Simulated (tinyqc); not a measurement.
Optical transitions of a finite quantum well: sweeps and comparisons. A value that a table varies takes the place of the one given here.

Each carrier sees a square well of width L with its own depth V and masses m (inside), mb (outside); c = hbar^2/2m0, k = sqrt(m E/c), kappa = sqrt(mb (V - E)/c), and level n solves k L + 2 atan[(k/m)/(kappa/mb)] = n pi. The envelope is cos(kz) for odd n and sin(kz) for even n inside, joins exp(-kappa (|z| - L/2)) outside, and is normalised to 1. Excitons and band mixing are left out.

Constants: hbar^2/2m0 = 3.80998211 eV angstrom^2; e^2/(4 pi eps0) = 14.39964547 eV angstrom; hc = 1239.841984 eV nm.

Inputs chosen for the exercise (near those of an InGaAs well in InAlAs; not measured data): L = 79 angstrom (well width); Vc = 0.527 eV (conduction offset); me = 0.042 m0 (electron, well); meb = 0.0735 m0 (electron, barrier); eps = 11.8 (background dielectric constant); Nss = (0.22, 0.55, 1.1, 2.2, 3.3, 4.4, 6.6) x 1e12/cm^2 (sheet densities); Eg = 0.818 eV (gap of the well); Vv = 0.219 eV (valence offset); mh = 0.377 m0 (heavy hole along z, well); mhb = 0.391 m0 (heavy hole, barrier); ml = 0.0522 m0 (light hole along z, well); mlb = 0.0885 m0 (light hole, barrier); Ls = (24, 31, 43, 54, 71, 101, 134) angstrom (widths).

## Depolarisation shift

The collective line lies at E12 sqrt(1 + a), a = 8 pi q (n1 - n2) S/(eps E12), q = e^2/(4 pi eps0), S = integral over z of (integral up to z of psi_1 psi_2)^2. Zero temperature with the mass me in both subbands: n1 - n2 = Ns until Ns reaches D E12, D = me/(2 pi c), and D E12 beyond. 1e12/cm^2 = 1e-4/angstrom^2; exchange and the static band bending by the charge are left out.

Line position:

| Ns (1e12/cm^2) | n1 - n2 | a | line (meV) | shift (meV) |
|---|---|---|---|---|
| 0.22 | 0.220 | 0.0203 | 211.38 | 2.11 |
| 0.55 | 0.550 | 0.0507 | 214.51 | 5.24 |
| 1.1 | 1.100 | 0.1014 | 219.62 | 10.35 |
| 2.2 | 2.200 | 0.2028 | 229.51 | 20.24 |
| 3.3 | 3.300 | 0.3042 | 238.99 | 29.72 |
| 4.4 | 3.672 | 0.3384 | 242.10 | 32.84 |
| 6.6 | 3.672 | 0.3384 | 242.10 | 32.84 |

S = 6.289 angstrom
E12 = 209.27 meV

What does this show?

The upward shift grows from 2.11 to 32.84 meV, 15.7 % of E12 at most. It stops moving once e2 starts to fill, at Ns = 3.67 e12/cm^2. For small a the shift is a E12/2, linear in Ns; in the last row that rule gives 35.41 meV. S/L = 0.0796, against 5/(9 pi^2) = 0.0563 for hard walls.

## Width of the well

Edge wavelength hc/(Eg + e1 + hh1), squared e1-hh1 overlap, lh1 - hh1, and the 1-2 intersubband energy with f_12 = (m1/c) E12 z_12^2, 1/m1 = <1|1/m|1> (dash: e2 unbound).

Results:

| L (angstrom) | edge (nm) | overlap^2 | lh1 - hh1 (meV) | E12 (meV) | f_12 |
|---|---|---|---|---|---|
| 24 | 1079.4 | 0.9325 | 72.7 | - | - |
| 31 | 1151.0 | 0.9430 | 68.8 | - | - |
| 43 | 1241.4 | 0.9553 | 58.2 | 373.2 | 0.439 |
| 54 | 1299.0 | 0.9632 | 49.0 | 328.5 | 0.944 |
| 71 | 1358.8 | 0.9719 | 37.8 | 241.0 | 0.978 |
| 101 | 1418.0 | 0.9812 | 25.3 | 147.2 | 0.970 |
| 134 | 1451.7 | 0.9870 | 17.4 | 95.0 | 0.965 |

What does this show?

The edge tunes from 1079 to 1452 nm, towards hc/Eg = 1516 nm, while the overlap goes from 0.932 to 0.987. e2 binds at L = pi sqrt(c/(me Vc)) = 41.2 angstrom; f_12 starts from zero there and is 0.439 at 43 angstrom, the rest going to the continuum; among the widths listed it peaks at 0.978 (71 angstrom) and is 0.965 in the widest well, against 0.961 for hard walls.

## What each parameter does

Edge wavelength hc/(Eg + e1 + hh1), squared overlap of e1 and hh1, and the confinement energies. Each row changes one parameter from the base and keeps the others.

Results:

| case | edge (nm) | overlap^2 | e1 (meV) | hh1 (meV) |
|---|---|---|---|---|
| base | 1378.9 | 0.9749 | 69.6 | 11.5 |
| L = 87 angstrom | 1395.4 | 0.9775 | 60.7 | 9.8 |
| Eg = 0.834 eV | 1354.8 | 0.9749 | 69.6 | 11.5 |
| Vc = 0.606 eV | 1374.4 | 0.9800 | 72.5 | 11.5 |
| Vv = 0.263 eV | 1378.4 | 0.9702 | 69.6 | 11.9 |
| me = 0.0462 m0 | 1383.4 | 0.9794 | 66.7 | 11.5 |
| mh = 0.434 m0 | 1380.6 | 0.9696 | 69.6 | 10.4 |
| meb = 0.0882 m0 | 1384.0 | 0.9732 | 66.3 | 11.5 |

What does this show?

The largest shifts from the base row, up to three for each result and ties (the steps differ in size, so this ranks the rows, not the parameters). edge (nm): Eg -24.1, L +16.5, meb +5.1. overlap^2: mh -0.0053, Vc +0.0051, Vv -0.0047; unchanged at the printed digits by Eg. e1 (meV): L -8.9, meb -3.3, me -2.9, Vc +2.9; unchanged at the printed digits by Eg, Vv and mh. hh1 (meV): L -1.8, mh -1.1, Vv +0.3; unchanged at the printed digits by Eg, Vc, me and meb.

tinyqc: `OMP_NUM_THREADS=1 python tinyqc.py 1281770 1281771 out.jsonl`; about 0.1 s, one thread, shared Intel(R) Xeon(R) Processor @ 2.30GHz.
